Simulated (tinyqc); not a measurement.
Worked calculation: UHF in the sto-6g basis, for H3, spin multiplicity 2. One step of it, computed by the program tinyqc.

Task: Iteration 3: building the Fock matrix. J_ij = sum D_kl (ij|kl) with D = D(alpha) + D(beta), K_ij = sum D_kl (ik|jl) for each spin; F = H + J - K(s); E = tr D H + tr D J / 2 - 0.5 sum_s tr D(s) K(s) + E_nn.

D(alpha) after iteration 2, lower triangle:
```
,1H 1s,2H 1s,3H 1s
1H 1s,0.262086
2H 1s,0.251570,0.751218
3H 1s,0.251570,-0.268266,0.751218
```

D(beta) after iteration 2, lower triangle:
```
,1H 1s,2H 1s,3H 1s
1H 1s,0.493796
2H 1s,0.251322,0.127912
3H 1s,0.251322,0.127912,0.127912
```

core Hamiltonian H = T + V (hartree), lower triangle:
```
,1H 1s,2H 1s,3H 1s
1H 1s,-1.158140
2H 1s,-0.363864,-0.986959
3H 1s,-0.363864,-0.031448,-0.986959
```

Two-electron integrals (ij|kl) in chemists' order, unique and non-zero (hartree):
```
i,j,k,l,(ij|kl)
1,1,1,1,0.774999
2,1,1,1,0.129446
2,1,2,1,0.033541
2,2,1,1,0.338679
2,2,2,1,0.129446
2,2,2,2,0.774999
3,1,1,1,0.129446
3,1,2,1,0.020763
3,1,2,2,0.057230
3,1,3,1,0.033541
3,2,1,1,0.009583
3,2,2,1,0.002023
3,2,2,2,0.006869
3,2,3,1,0.002023
3,2,3,2,0.000152
3,3,1,1,0.338679
3,3,2,1,0.057230
3,3,2,2,0.172360
3,3,3,1,0.129446
3,3,3,2,0.006869
3,3,3,3,0.774999
```

nuclear repulsion = 0.86185214 hartree

Give: Coulomb J; exchange K(alpha); exchange K(beta); F(alpha); F(beta); total energy of this density.

Result:

Coulomb J (hartree), lower triangle:
```
,1H 1s,2H 1s,3H 1s
1H 1s,1.4390
2H 1s,0.3160,1.2747
3H 1s,0.3160,0.0233,1.2747
```

exchange K(alpha) (hartree), lower triangle:
```
,1H 1s,2H 1s,3H 1s
1H 1s,0.3726
2H 1s,0.2181,0.6536
3H 1s,0.2181,-0.0007,0.6536
```

exchange K(beta) (hartree), lower triangle:
```
,1H 1s,2H 1s,3H 1s
1H 1s,0.5267
2H 1s,0.1895,0.1836
3H 1s,0.1895,0.0639,0.1836
```

F(alpha) (hartree), lower triangle:
```
,1H 1s,2H 1s,3H 1s
1H 1s,-0.0918
2H 1s,-0.2659,-0.3658
3H 1s,-0.2659,-0.0074,-0.3658
```

F(beta) (hartree), lower triangle:
```
,1H 1s,2H 1s,3H 1s
1H 1s,-0.2459
2H 1s,-0.2373,0.1042
3H 1s,-0.2373,-0.0720,0.1042
```

total energy of this density = -1.399621 hartree
